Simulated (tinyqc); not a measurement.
# From level (+1/0) back to dielectric constant eps

Model: formation energy of a charged point defect from supercell energies. Computed by tinyqc, a small Python program. Command: `OMP_NUM_THREADS=1 python tinyqc.py 3012303 3012304 out.jsonl formation inv`. One thread of a shared host (Intel(R) Xeon(R) Processor @ 2.30GHz), about 0.01 s of CPU time with the checks.

The host is a compound AB. Making the defect adds n_A = 0, n_B = -1 atoms to the cell. All total energies are inputs. E_F is counted from the valence-band maximum (VBM); x = 0 is A-rich and x = 1 B-rich growth.

Inputs (values chosen for the exercise, with gap and screening modelled on GaAs):

| quantity | value | unit |
|---|---|---|
| gap E_g | 1.42 | eV |
| E_VBM of the host cell | 2.497 | eV |
| potential alignment dV | -0.055 | eV |
| cell length L | 11.1 | angstrom |
| mu_B of the pure element | -7.77 | eV |
| formation enthalpy dH of AB | -0.377 | eV |
| growth condition x | 0.54 | - |

Defect: vacancy of B. Supercell lattice: sc.

charge states q: 1  0  -1  -2

E(defect, q) - E(host), in the order of q (eV): 7.719  10.904  13.796  16.702

Constants: e^2/(4 pi eps_0) = 14.39964548 eV angstrom.

Method:
- dmu_A = x dH and dmu_B = (1 - x) dH, so that dmu_A + dmu_B = dH; mu = mu(element) + dmu.
- The reservoir term is sum n_i mu_i.
- Image-charge correction of a point charge in a neutralising background: E_corr = q^2 alpha e^2/(4 pi eps_0) / (2 eps L), alpha = 2.837297 for a sc array with L the cube root of the volume.
- E_f(q, E_F) = [E(defect, q) - E(host)] - sum n_i mu_i + q (E_VBM + dV + E_F) + E_corr(q).
- eps(q/q-1) = E_f(q - 1, 0) - E_f(q, 0).

Problem. A run gave the result below. Find the dielectric constant eps, known to lie between 7.5 and 23.

level (+1/0) = 0.5874325 eV

Solution.

Each step takes the trial c = (a f_b - b f_a)/(f_b - f_a), f being the result less the target and a, b, c the logarithms of the listed values; c replaces end b, the old b replaces a if the sign of f changed, and otherwise f_a is halved.

Scan of the range:

| dielectric constant eps | level (+1/0) (eV) |
|---|---|
| 7.50 | 0.497618 |
| 9.04 | 0.539420 |
| 10.90 | 0.574159 |
| 13.10 | 0.602514 |
| 15.80 | 0.626521 |
| 19.10 | 0.646646 |
| 23.00 | 0.662984 |

False position (Illinois rule, in the logarithm of the input) inside the bracket:

| step | end a | end b | trial | level (+1/0) (eV) |
|---|---|---|---|---|
| 1 | 10.9000 | 13.1000 | 11.8796 | 0.588082 |
| 2 | 10.9000 | 11.8796 | 11.7888 | 0.586889 |
| 3 | 11.8796 | 11.7888 | 11.8301 | 0.587434 |
| 4 | 11.7888 | 11.8301 | 11.8300 | 0.587433 |
| 5 | 11.7888 | 11.8300 | 11.8300 | 0.587432 |
| 6 | 11.8300 | 11.8300 | 11.8300 | 0.587433 |

Level (+1/0) rises at every point of a 13-point scan of the range (every second point is shown), so one value fits; it is bracketed by 10.9 and 13.1. Answer: dielectric constant eps = 11.83.

Caution: the largest image-charge correction in these energies, q^2 alpha e^2/(8 pi eps_0 eps L) with alpha = 2.837297, exceeds a quarter of the gap; the point-charge term alone is then a rough estimate, usually too large for a charge that is spread out.
